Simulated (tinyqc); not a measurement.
Dopants and charged point defects at anneal temperature: Fermi-level effect, clustering and pairing: one step, computed by the program tinyqc.

Boltzmann statistics and full ionisation of active dopants. Energies are counted from the valence band; the defect (a vacancy or self-interstitial) has five charge states, with all degeneracy factors one.

Task: The host at the anneal temperature. E_g = E_g0 - alpha T^2/(T + beta). N_c = 2 M_c (2 pi m_e k_B T/h^2)^(3/2) and N_v = 2 (2 pi m_h k_B T/h^2)^(3/2), masses in units of m_0. n_i = sqrt(N_c N_v) exp(-E_g/2 k_B T); E_i = E_g/2 + (k_B T/2) ln(N_v/N_c).

Inputs (values chosen for the exercise, with bands modelled on GaAs):
```
quantity                 value  unit
gap at 0 K E_g0           1.54    eV
Varshni alpha         0.000551  eV/K
Varshni beta               207     K
electron mass m_e       0.0681   m_0
valleys M_c                  1     -
hole mass m_h            0.513   m_0
anneal temperature T      1010     K
```

Dopant: donor. Second part: pairing with a mobile impurity.

Constants: m_0 = 9.1093837015e-31 kg; k_B = 1.380649e-23 J/K; h = 6.62607015e-34 J s; k_B = 8.617333262e-05 eV/K.

Give: E_g; k_B T; n_i; E_i; effective density of states N_b of the majority band.

Result:

E_g = 1.0781 eV

k_B T = 0.087035 eV

n_i = 2.5580e+16 cm^-3

E_i = 0.67089 eV

effective density of states N_b of the majority band = 2.7548e+18 cm^-3
